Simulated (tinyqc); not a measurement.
Junctionless gate-all-around wire, depletion approximation: effect of the insulator thickness on the threshold.

A uniformly doped n-type wire of radius R under a surrounding gate; long channel. Below flat band a shell from radius rc to R is fully depleted and the neutral core, at channel potential V (0 at the source, Vd at the drain), carries the current with constant mobility; s = (rc/R)^2 is the share of the cross-section that conducts. The edge of the depleted shell is taken as abrupt, so there is no subthreshold current.

Cox = eps0 eox/(R ln(1 + tox/R)); A = q Nd R^2/(4 eps0 eps_r); B = q Nd R/(2 Cox); VT = Vfb - A - B. The flat-band conductance is G0 = q mu Nd pi R^2/L.

Parameters, values chosen for the exercise; material values those of a made-up semiconductor:
- eps_r = 11.5 (relative permittivity of the semiconductor)
- eox = 9 (relative permittivity of the gate insulator)
- R = 5 nm (wire radius)
- Nd = 2.2e19 cm^-3 (donor density)
- Vfb = 0.77 V (flat-band voltage)
- mu = 66 cm^2/(V s) (effective mobility in the wire)
- L = 1 um (gate length)

Constants: q = 1.602176634e-19 C, eps0 = 8.8541878128e-14 F/cm where lengths are in cm. Results are converted to the units shown.

The same in every row: A (V) = 0.2164; G0 (uS) = 1.827.

Results:

| tox (nm) | Cox (uF/cm^2) | B (V) | VT (V) |
|---|---|---|---|
| 1.6 | 5.741 | 0.1535 | 0.4001 |
| 2.4 | 4.065 | 0.2168 | 0.3369 |
| 3.4 | 3.072 | 0.2868 | 0.2668 |
| 4.9 | 2.333 | 0.3777 | 0.1760 |
| 7.1 | 1.803 | 0.4886 | 0.06500 |
| 15 | 1.150 | 0.7665 | -0.2128 |

Estimate the missing row, tox = 10 nm.

Computed row:

| tox (nm) | Cox (uF/cm^2) | B (V) | VT (V) |
|---|---|---|---|
| 10 | 1.451 | 0.6074 | -0.05378 |

With this row back in the table: As tox goes from 1.6 to 15 nm, VT falls from 0.400 to -0.213 V and G0 stays at 1.83 uS. A + B goes on average as tox^(0.44). The device is normally off (VT > 0) in 5 of the 7 rows.

Computed by the program tinyqc: `OMP_NUM_THREADS=1 python tinyqc.py 2460032 2460033 out.jsonl`, one thread of a shared Intel Xeon 2.30GHz, about 0.01 s for the whole run.
